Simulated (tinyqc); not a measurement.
Insulator thickness and V0 from two charges.

Inverse problem. In an undoped wire Vg - V0 = Q/Cox + Vt ln(Q/Q0) + Vt ln(1 + Q/Q0) at the source, with Q0 = 4 eps0 eps_r Vt/R and Cox = eps0 eox/(R ln(1 + tox/R)). Find Cox, tox and V0.

Parameters, values chosen for the exercise; material values close to those of silicon: temperature T = 250 K; relative permittivity of the semiconductor eps_r = 11.9; relative permittivity of the gate insulator eox = 3.86; wire radius R = 5 nm.

Constants: q = 1.602176634e-19 C, kB = 1.380649e-23 J/K, Vt = kB T/q, eps0 = 8.8541878128e-14 F/cm where lengths are in cm. Results are converted to the units shown.

Qs at Vg = 0.82 and 1.22 V (nC/cm^2): 511.07591  1252.5901

Answer. The two equations are linear in 1/Cox and V0; tox follows by inverting the logarithm.

Cox = 2.03 uF/cm^2
tox = 2.00 nm
V0 = 0.517 V

Program tinyqc, `OMP_NUM_THREADS=1 python tinyqc.py 2460083 2460084 out.jsonl`; Intel Xeon 2.30GHz, shared host, one thread, about 0.02 s.
